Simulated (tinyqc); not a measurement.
Worked calculation: plane-wave Kohn-Sham cycle with exchange-only LDA in a layered model solid. Computed by tinyqc, a small Python program that keeps every step. Settings: points = 16, plane-wave index or count = 3, electrons = 2, k points = 2, area = 35.0, mixing = 1.0, iteration cap = 61. Command: `OMP_NUM_THREADS=1 python tinyqc.py 20311 20312 out.jsonl` (the two numbers bound the seeds that draw the settings). One thread of a shared host (Intel(R) Xeon(R) Processor @ 2.60GHz), about 0.03 s of CPU time with the checks. Later iterations appear only in the table of the cycle.

## Iteration 1: potential

A solid whose potential varies along x alone (atomic units):
```
parameter                      value
period a                   13.300000
cross-section of the cell  35.000000
electrons per cell                 2
grid points                       16
plane waves -n..n, n               3
k points                           2
V1 in V1 cos(2 pi x/a)     -0.310000
```

density at the start, on the grid x_j = j a/N (e/bohr^3): [0.0042965, 0.0042965, 0.0042965, 0.0042965, 0.0042965, 0.0042965, 0.0042965, 0.0042965, 0.0042965, 0.0042965, 0.0042965, 0.0042965, 0.0042965, 0.0042965, 0.0042965, 0.0042965]

V_H(G) = 4 pi rho(G)/G^2 for G != 0 (uniform background); v_x = -(3 rho/pi)^(1/3); V = V_ext + V_H + v_x; Fourier components f(G_m) = (1/N) sum_j f(x_j) exp(-i G_m x_j).

Potentials on the grid (hartree):
```
x            V_ext      V_H       v_x         V
0.00000   -0.31000  0.00000  -0.16009  -0.47009
0.83125   -0.28640  0.00000  -0.16009  -0.44649
1.66250   -0.21920  0.00000  -0.16009  -0.37929
2.49375   -0.11863  0.00000  -0.16009  -0.27872
3.32500          0  0.00000  -0.16009  -0.16009
4.15625    0.11863  0.00000  -0.16009  -0.04146
4.98750    0.21920  0.00000  -0.16009   0.05911
5.81875    0.28640  0.00000  -0.16009   0.12631
6.65000    0.31000  0.00000  -0.16009   0.14991
7.48125    0.28640  0.00000  -0.16009   0.12631
8.31250    0.21920  0.00000  -0.16009   0.05911
9.14375    0.11863  0.00000  -0.16009  -0.04146
9.97500          0  0.00000  -0.16009  -0.16009
10.80625  -0.11863  0.00000  -0.16009  -0.27872
11.63750  -0.21920  0.00000  -0.16009  -0.37929
12.46875  -0.28640  0.00000  -0.16009  -0.44649
```

V(G_m), m = 0, 1, 2, ... (hartree): [-0.16009, -0.15500, 0.00000, 0.00000, 0.00000, 0.00000, 0.00000]

## Iteration 1: Hamiltonian at one k

k = 0.25000 2 pi / a

H(m,m') = (k + G_m)^2/2 delta + V(G_m - G_m'), with V(-G) = V(G).

H (hartree), order -3, -2, -1, +0, +1, +2, +3:
```
[[0.68381, -0.15500, 0.00000, 0.00000, 0.00000, 0.00000, 0.00000],
 [-0.15500, 0.18166, -0.15500, 0.00000, 0.00000, 0.00000, 0.00000],
 [0.00000, -0.15500, -0.09732, -0.15500, 0.00000, 0.00000, 0.00000],
 [0.00000, 0.00000, -0.15500, -0.15311, -0.15500, 0.00000, 0.00000],
 [0.00000, 0.00000, 0.00000, -0.15500, 0.01427, -0.15500, 0.00000],
 [0.00000, 0.00000, 0.00000, 0.00000, -0.15500, 0.40484, -0.15500],
 [0.00000, 0.00000, 0.00000, 0.00000, 0.00000, -0.15500, 1.01858]]
```

## Iteration 1: levels at that k

Diagonalise the Hermitian matrix.

eigenvalues (hartree): [-0.34599, -0.11524, 0.07161, 0.22627, 0.42911, 0.73015, 1.05681]

## Iteration 1: new density

Motion across x is left out: the lowest 1 band(s) hold two electrons at each of the k points (j + 1/2)/nk - 1/2. Residual R = rho(out) - rho(in); rho(new) = rho(in) + 1 R. rho(out) = 2/(a A nk) sum |psi|^2 with psi = sum c exp(i G x). Harris energy E = band energy - dV sum rho (V_H/2 + v_x) + (3/4) dV sum rho v_x with rho(in), dV = a A/N, band energy = (2/nk) sum of the filled levels.

rho(out) (e/bohr^3): [0.0157374, 0.0133100, 0.0080708, 0.0035493, 0.0011716, 0.0003115, 0.0000724, 0.0000150, 0.0000048, 0.0000150, 0.0000724, 0.0003115, 0.0011716, 0.0035493, 0.0080708, 0.0133100]

density after iteration 1 (e/bohr^3): [0.0157374, 0.0133100, 0.0080708, 0.0035493, 0.0011716, 0.0003115, 0.0000724, 0.0000150, 0.0000048, 0.0000150, 0.0000724, 0.0003115, 0.0011716, 0.0035493, 0.0080708, 0.0133100]

energy per cell = -0.6119276 hartree

## Iteration 2: potential

As before.

Potentials on the grid (hartree):
```
x            V_ext       V_H       v_x         V
0.00000   -0.31000   0.43541  -0.24678  -0.12137
0.83125   -0.28640   0.38758  -0.23337  -0.13219
1.66250   -0.21920   0.26359  -0.19753  -0.15315
2.49375   -0.11863   0.10620  -0.15021  -0.16265
3.32500          0  -0.04634  -0.10381  -0.15015
4.15625    0.11863  -0.17284  -0.06676  -0.12096
4.98750    0.21920  -0.26517  -0.04104  -0.08700
5.81875    0.28640  -0.32094  -0.02426  -0.05880
6.65000    0.31000  -0.33957  -0.01655  -0.04612
7.48125    0.28640  -0.32094  -0.02426  -0.05880
8.31250    0.21920  -0.26517  -0.04104  -0.08700
9.14375    0.11863  -0.17284  -0.06676  -0.12096
9.97500          0  -0.04634  -0.10381  -0.15015
10.80625  -0.11863   0.10620  -0.15021  -0.16265
11.63750  -0.21920   0.26359  -0.19753  -0.15315
12.46875  -0.28640   0.38758  -0.23337  -0.13219
```

V(G_m), m = 0, 1, 2, ... (hartree): [-0.11858, -0.02102, 0.01649, 0.00245, 0.00078, -0.00016, 0.00011]

## Iteration 2: Hamiltonian at one k

k = 0.25000 2 pi / a

As before.

H (hartree), order -3, -2, -1, +0, +1, +2, +3:
```
[[0.72532, -0.02102, 0.01649, 0.00245, 0.00078, -0.00016, 0.00011],
 [-0.02102, 0.22316, -0.02102, 0.01649, 0.00245, 0.00078, -0.00016],
 [0.01649, -0.02102, -0.05581, -0.02102, 0.01649, 0.00245, 0.00078],
 [0.00245, 0.01649, -0.02102, -0.11161, -0.02102, 0.01649, 0.00245],
 [0.00078, 0.00245, 0.01649, -0.02102, 0.05578, -0.02102, 0.01649],
 [-0.00016, 0.00078, 0.00245, 0.01649, -0.02102, 0.44635, -0.02102],
 [0.00011, -0.00016, 0.00078, 0.00245, 0.01649, -0.02102, 1.06009]]
```

## Iteration 2: levels at that k

As before.

eigenvalues (hartree): [-0.12067, -0.05563, 0.05991, 0.22472, 0.44726, 0.72659, 1.06111]

## Iteration 2: new density

As before.

rho(out) (e/bohr^3): [0.0067465, 0.0067267, 0.0065037, 0.0057875, 0.0045619, 0.0031948, 0.0021078, 0.0014769, 0.0012785, 0.0014769, 0.0021078, 0.0031948, 0.0045619, 0.0057875, 0.0065037, 0.0067267]

density after iteration 2 (e/bohr^3): [0.0067465, 0.0067267, 0.0065037, 0.0057875, 0.0045619, 0.0031948, 0.0021078, 0.0014769, 0.0012785, 0.0014769, 0.0021078, 0.0031948, 0.0045619, 0.0057875, 0.0065037, 0.0067267]

energy per cell = -0.4535976 hartree

## Convergence

Stop when sqrt(dV sum R^2) is below 1e-8, dV = a A/N.

Course of the cycle:
```
iteration  E (hartree)  norm of the residual
1           -0.6119276              1.16e-01
2           -0.4535976              8.29e-02
3           -0.4620407              6.52e-02
4           -0.4363764              5.06e-02
5           -0.4370957              4.15e-02
6           -0.4294939              3.35e-02
7           -0.4290738              2.78e-02
8           -0.4263309              2.28e-02
9           -0.4258957              1.90e-02
10          -0.4248031              1.57e-02
11          -0.4245151              1.31e-02
...                ...                   ...
51          -0.7555471              1.90e-01
52          -0.7555473              1.90e-01
53          -0.7555472              1.90e-01
54          -0.7555472              1.90e-01
55          -0.7555472              1.90e-01
56          -0.7555472              1.90e-01
57          -0.7555472              1.90e-01
58          -0.7555472              1.90e-01
59          -0.7555472              1.90e-01
60          -0.7555472              1.90e-01
61          -0.7555472              1.90e-01
```

Not converged within 61 iterations: the residual has stopped falling. Reruns (cap 100 unless said): mixing 0.1: not converged; mixing 0.5, Kerker q0 1.0: not converged; mixing 0.3, Pulay depth 5: converged in 11 (E = -0.42333); the original settings with a cap of 400: not converged.
